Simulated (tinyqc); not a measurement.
From results back to parameters: conductance of a narrow metal strip with scatterers (square lattice, Green functions). Three cases, with inputs chosen for the exercise.

Problem. Boundaries with reflection R, a distance dg apart, add incoherently to the scattering in a one-dimensional channel: rho/rho0 = 1 + (lam/dg) R/(1 - R). The ratio comes from a hidden R.

Case 1.

Values chosen (out of a larger set: hopping and spacing of the size met in Cu or Al; the lattice is a model; not measured data): lam = 35 nm (bulk mean free path); dg = 33 nm (distance between boundaries).

rho/rho0 = 1.23282

Case 2.

Values chosen (out of a larger set: hopping and spacing of the size met in Cu or Al; the lattice is a model; not measured data): lam = 18 nm (bulk mean free path); dg = 56 nm (distance between boundaries).

rho/rho0 = 1.30882

Case 3.

Values chosen (out of a larger set: hopping and spacing of the size met in Cu or Al; the lattice is a model; not measured data): lam = 37 nm (bulk mean free path); dg = 52 nm (distance between boundaries).

rho/rho0 = 1.77083

Find: R; effective mean free path lam rho0/rho.

Solution. y = (rho/rho0 - 1) dg/lam = R/(1 - R), so R = y/(1 + y).

Case 1.

R = 0.180
effective mean free path lam rho0/rho = 28.39 nm

Case 2.

R = 0.490
effective mean free path lam rho0/rho = 13.75 nm

Case 3.

R = 0.520
effective mean free path lam rho0/rho = 20.89 nm

Computed by tinyqc, one run a case: `OMP_NUM_THREADS=1 python tinyqc.py N N+1 out.jsonl` with N = 1480593, 1480642, 1480657; one thread of a shared Intel(R) Xeon(R) Processor @ 2.30GHz, about 0.01 s a run at most.
